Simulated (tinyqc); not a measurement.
Reverse leakage of an n+-p junction: diffusion, generation, trap-assisted and band-to-band tunnelling: two steps of the calculation.

One-sided abrupt junction in the depletion approximation, x from the junction (0) to W on the p side, field F = F0 (1 - x/W). Flat quasi-Fermi levels, long p side. Traps generate through SRH with both lifetimes shortened by 1 + Gamma (Hurkx enhancement, form for moderate fields); band-to-band generation is local and needs a total bending above Eg.

Inputs (values chosen for the exercise); band and dielectric values close to those of germanium: temperature T = 250 K; band gap Eg = 0.672 eV; relative permittivity eps_r = 16.2; conduction-band density of states at T Nc = 7.91e18 cm^-3; valence-band density of states at T Nv = 4.49e18 cm^-3; acceptor density of the lighter side Na = 1.1e17 cm^-3; donor density of the heavier side Nd = 1e20 cm^-3; SRH lifetime of both carriers at zero field tau = 8e-9 s; tunnelling mass mt = 0.13 m0; electron diffusion coefficient on the lighter side Dn = 29 cm^2/s; reverse bias VR = 1.3 V.

Constants: q = 1.602176634e-19 C, kB = 1.380649e-23 J/K, hbar = 1.054571817e-34 J s, m0 = 9.1093837015e-31 kg, Vt = kB T/q, eps0 = 8.8541878128e-14 F/cm where lengths are in cm. Results are converted to the units shown.

Question 1. Field, scales and diffusion current. ni = sqrt(Nc Nv) exp(-Eg/(2 Vt)), Eg in volts; Vbi = Vt ln(Na Nd/ni^2); W = sqrt(2 eps0 eps_r (Vbi + VR)/(q Na)); F0 = 2 (Vbi + VR)/W; FG = sqrt(24 mt m0 (kB T)^3)/(q hbar); J_diff = q ni^2 sqrt(Dn/tau)(1 - exp(-VR/Vt))/Na.

Give: ni; Vbi; W; F0; FG; J_diff.

Answer 1.

ni = 1.0040e12 cm^-3
Vbi = 0.64675 V
W = 178.01 nm
F0 = 218.72 kV/cm
FG = 202.33 kV/cm
J_diff = 8.8404e-8 A/cm^2

Question 2. Current components. u = (Vbi + VR)(1 - x/W)^2, p = Na exp(-u/Vt), n = Nd exp((u - Vbi - VR)/Vt); G0 = ni^2 (1 - exp(-VR/Vt))/(tau (n + p + 2 ni cosh(Et/Vt))); Gamma = 2 sqrt(3 pi)(F/FG) exp((F/FG)^2); trap-assisted part G0 Gamma; G_bb = Ab F^2.5 exp(-Bb/F) with F in V/cm, zero unless Vbi + VR > Eg. 15 equal steps.

Each current is q times the trapezoid sum of its rate; J adds J_diff; J_bb under 1e-8 of the sum is given as 0.

```
point,x (nm),G0 (cm^-3 s^-1),G0 Gamma (cm^-3 s^-1),G_bb (cm^-3 s^-1)
0,0.00000,1.2601118e12,2.6907867e13,6.5349816e17
1,11.86750,1.4375534e17,2.4644601e18,1.0098135e17
2,23.73499,6.2223119e19,8.6092767e20,1.1869678e16
3,35.60249,6.2752262e19,7.0387402e20,9.9228488e14
4,47.46998,6.2752286e19,5.7257222e20,5.3839936e13
5,59.33748,6.2752286e19,4.6673709e20,1.6685925e12
6,71.20498,6.2752286e19,3.8059276e20,2.4569779e10
7,83.07247,6.2752262e19,3.0971662e20,1.3048957e8
8,94.93997,6.2742524e19,2.5065295e20,~0
9,106.80746,6.0995367e19,1.9522684e20,~0
10,118.67496,1.8520359e19,4.6655242e19,~0
11,130.54246,6.9965528e17,1.3456303e18,~0
12,142.40995,4.2512014e16,5.9132488e16,~0
13,154.27745,5.7103291e15,5.1594915e15,~0
14,166.14494,1.7116920e15,7.6133345e14,~0
15,178.01244,1.1455353e15,0,0
```

J_diff = 8.8403768e-8 A/cm^2

Find: J_SRH; J_TAT; J_bb; J.

Answer 2.

J_SRH = 9.871e-5 A/cm^2
J_TAT = 7.208e-4 A/cm^2
J_bb = 8.378e-8 A/cm^2
J = 8.197e-4 A/cm^2

Range of the model: The n+ side is degenerate, so Vbi from Boltzmann statistics is only a guide.

Computed by the program tinyqc: `OMP_NUM_THREADS=1 python tinyqc.py 2290094 2290095 out.jsonl`, one thread of a shared Intel Xeon 2.30GHz, about 0.01 s for the whole run.

~0 in a residual or rate marks an entry under 1e-11 of the largest of its column.
